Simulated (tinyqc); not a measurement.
# Planar ballistic transistor, top-of-the-barrier model: what changes with what

At the top of the source barrier, states moving towards the drain are filled by the source (Fermi level 0) and states moving back by the drain (Fermi level -q Vd); nothing scatters. U is the shift of the band edge there, set by the capacitances CG, CD and CS (the total) and by the charge. Parabolic two-dimensional band; the source is grounded.

Inputs (values chosen for the exercise); mass and valleys close to those of silicon (two valleys): temperature T = 400 K; effective mass m = 0.196 m0; valley degeneracy gv = 2; relative permittivity of the gate insulator eox = 3.9; insulator thickness tox = 3.2 nm; gate control CG/CS aG = 0.93; drain control CD/CS aD = 0.01; band edge at the barrier top above the source Fermi level at zero bias E0 = 0.19 eV.

Constants: q = 1.602176634e-19 C, kB = 1.380649e-23 J/K, hbar = 1.054571817e-34 J s, m0 = 9.1093837015e-31 kg, Vt = kB T/q, eps0 = 8.8541878128e-14 F/cm where lengths are in cm. Results are converted to the units shown.

Each table varies one quantity; the others keep the values above.

## Effect of the drain control CD/CS

N0 = gv m kB T/(pi hbar^2), CG = eps0 eox/tox, vT = sqrt(2 kB T/(pi m)), CS = CG/aG, n0 = n at U = 0 and Vd = 0. eta1 = -(E0 + U)/Vt, eta2 = eta1 - Vd/Vt, n = (N0/2)[F_0(eta1) + F_0(eta2)], F_0(x) = ln(1 + exp x). U = UL + q (n - n0)/CS with UL = -(aG Vg + aD Vd), energies in eV. I = q (N0/2) vT [F_(1/2)(eta1) - F_(1/2)(eta2)] per width, F_(1/2)(x) = (2/sqrt(pi)) int_0^infinity u^(1/2)/(1 + exp(u - x)) du. CQ = (q/Vt) dn/d(eta1). E0 is held fixed.

In this table Vg = 0.4 V, Vd = 0.4 V.

Effect of the drain control CD/CS:

| aD | eta1 | n (cm^-2) | I (uA/um) | mean velocity I/(q n) (cm/s) | CQ/CS |
|---|---|---|---|---|---|
| 0 | -0.4052 | 1.442e12 | 348.9 | 1.510e7 | 4.523 |
| 0.009 | -0.3864 | 1.463e12 | 354.4 | 1.512e7 | 4.574 |
| 0.018 | -0.3677 | 1.485e12 | 360.0 | 1.513e7 | 4.625 |
| 0.027 | -0.3492 | 1.506e12 | 365.6 | 1.515e7 | 4.676 |
| 0.036 | -0.3309 | 1.528e12 | 371.2 | 1.517e7 | 4.726 |
| 0.045 | -0.3128 | 1.549e12 | 376.8 | 1.518e7 | 4.776 |
| 0.054 | -0.2947 | 1.571e12 | 382.5 | 1.520e7 | 4.826 |
| 0.063 | -0.2769 | 1.592e12 | 388.2 | 1.521e7 | 4.875 |

As aD goes from 0 to 0.063, n rises from 1.44e12 to 1.59e12 cm^-2, the mean velocity rises from 1.51e7 to 1.52e7 cm/s and the current rises from 349 to 388 uA/um. CQ/CS goes from 4.5 to 4.9.

## Effect of the band edge at the barrier top above the source Fermi level at zero bias

Same model as above.

CQ = (q/Vt) dn/d(eta1).

In this table Vg = 0.4 V, Vd = 0.4 V.

Effect of the band edge at the barrier top above the source Fermi level at zero bias:

| E0 (eV) | eta1 | n (cm^-2) | I (uA/um) | mean velocity I/(q n) (cm/s) | CQ/CS |
|---|---|---|---|---|---|
| 0.1 | 0.1991 | 2.251e12 | 566.8 | 1.571e7 | 6.214 |
| 0.15 | -0.1539 | 1.747e12 | 429.2 | 1.533e7 | 5.219 |
| 0.2 | -0.4412 | 1.402e12 | 338.5 | 1.507e7 | 4.426 |
| 0.25 | -0.7397 | 1.101e12 | 261.9 | 1.485e7 | 3.652 |
| 0.3 | -1.084 | 8.220e11 | 192.8 | 1.464e7 | 2.857 |
| 0.35 | -1.507 | 5.648e11 | 130.7 | 1.445e7 | 2.050 |
| 0.4 | -2.057 | 3.396e11 | 77.71 | 1.428e7 | 1.282 |
| 0.45 | -2.809 | 1.652e11 | 37.46 | 1.415e7 | 0.6428 |

What does the table show?

As E0 goes from 0.1 to 0.45 eV, n falls from 2.25e12 to 1.65e11 cm^-2, the mean velocity falls from 1.57e7 to 1.42e7 cm/s and the current falls from 567 to 37.5 uA/um. CQ/CS goes from 6.2 to 0.64.

Computed by the program tinyqc: `OMP_NUM_THREADS=1 python tinyqc.py 2400046 2400047 out.jsonl`, one thread of a shared Intel Xeon 2.30GHz, about 0.01 s for the whole run.
